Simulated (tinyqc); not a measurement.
Implant damage, amorphisation by cascade overlap, and solid-phase epitaxial regrowth: one step, computed by the program tinyqc. Command: `OMP_NUM_THREADS=1 python tinyqc.py 3112004 3112005 out.jsonl sper walk`. One thread of a shared host (Intel(R) Xeon(R) Processor @ 2.30GHz), about 0.01 s of CPU time with the checks.

Range and width of the damage are inputs. Dynamic annealing enters only through the surviving share f.

Task: Damage left below the interface. Displaced atoms per area beyond the lower edge z2: f nu Q (1/2) erfc((z2 - R_d)/(sqrt2 s_d)); they are not removed by regrowth.

Inputs (values chosen for the exercise, modelled on germanium ions in germanium):

| quantity | value | unit |
|---|---|---|
| depth of the damage peak R_d | 10 | nm |
| width of the damage profile s_d | 6.8 | nm |
| share of defects that survive f | 0.3 | - |
| dose Q | 9.3e+14 | 1/cm^2 |

lower edge = 24.94892 nm

displacements per ion nu = 514.4017

Give: share of the damage beyond z2; displaced atoms beyond z2.

Result:

share of the damage beyond z2 = 0.01396

displaced atoms beyond z2 = 2.004e+15 1/cm^2
